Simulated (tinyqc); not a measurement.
Static screening by free carriers: one step. Fermi and screening wave vectors. Four cases, with inputs chosen for the exercise.

Problem. Also the effective Bohr radius aB = a0 eps/m and rs = (3/(4 pi n))^(1/3)/aB.

kF = (3 pi^2 n/Mv)^(1/3), EF = c kF^2/m with c = hbar^2/2m0, n in 1/angstrom^3 (1e-24 per 1/cm^3), e2 = e^2/(4 pi eps0). Thomas-Fermi: qTF^2 = 6 pi e2 n/(eps EF). Debye: qD^2 = 4 pi e2 n/(eps kB T).

Constants: hbar^2/2m0 = 3.80998211 eV angstrom^2; e^2/(4 pi eps0) = 14.39964547 eV angstrom; kB = 8.617333262e-05 eV/K; a0 (Bohr radius) = 0.5291772105 angstrom.

Give: kF; EF at 0 K; EF/kT; qTF; qD; aB; rs.

Case 1.

Values chosen (a free-electron density near that of Al; the results hold for these values, not for the real material):
- n = 1.83e+23 1/cm^3 (carrier density)
- m = 1 m0 (mass of one isotropic valley)
- Mv = 1 (valleys)
- eps = 1 (background dielectric constant)
- T = 300 K

Solution.

kF = 1.7564 1/angstrom
EF at 0 K = 1.175e+04 meV
EF/kT = 455
qTF = 2.0557 1/angstrom
qD = 35.790 1/angstrom
aB = 0.5292 angstrom
rs = 2.06

The gas is degenerate, so the Thomas-Fermi value applies. With rs above 1 exchange and correlation, left out here, are not small.

Case 2.

Values chosen (near those of GaAs; the results hold for these values, not for the real material):
- n = 1.3e+17 1/cm^3 (carrier density)
- m = 0.0672 m0 (mass of one isotropic valley)
- Mv = 1 (valleys)
- eps = 13.3 (background dielectric constant)
- T = 300 K

Solution.

kF = 0.015672 1/angstrom
EF at 0 K = 13.93 meV
EF/kT = 0.539
qTF = 0.013803 1/angstrom
qD = 0.0082714 1/angstrom
aB = 104.7 angstrom
rs = 1.17

The gas is partly degenerate; neither limit is exact, and the true screening wave vector lies below both.

Case 3.

Values chosen (a free-electron density near that of Al; the results hold for these values, not for the real material):
- n = 1.8e+23 1/cm^3 (carrier density)
- m = 1 m0 (mass of one isotropic valley)
- Mv = 1 (valleys)
- eps = 1 (background dielectric constant)
- T = 300 K

Solution.

kF = 1.7468 1/angstrom
EF at 0 K = 1.162e+04 meV
EF/kT = 450
qTF = 2.0501 1/angstrom
qD = 35.495 1/angstrom
aB = 0.5292 angstrom
rs = 2.08

The gas is degenerate, so the Thomas-Fermi value applies. With rs above 1 exchange and correlation, left out here, are not small.

Case 4.

Values chosen (a free-electron density near that of Na; the results hold for these values, not for the real material):
- n = 2.6e+22 1/cm^3 (carrier density)
- m = 1 m0 (mass of one isotropic valley)
- Mv = 1 (valleys)
- eps = 1 (background dielectric constant)
- T = 300 K

Solution.

kF = 0.91650 1/angstrom
EF at 0 K = 3200 meV
EF/kT = 124
qTF = 1.4850 1/angstrom
qD = 13.490 1/angstrom
aB = 0.5292 angstrom
rs = 3.96

The gas is degenerate, so the Thomas-Fermi value applies. With rs above 1 exchange and correlation, left out here, are not small.

Computed by tinyqc, one run a case: `OMP_NUM_THREADS=1 python tinyqc.py N N+1 out.jsonl` with N = 1681219, 1681319, 1681385, 1681413; one thread of a shared Intel(R) Xeon(R) Processor @ 2.30GHz, about 0.01 s a run at most.
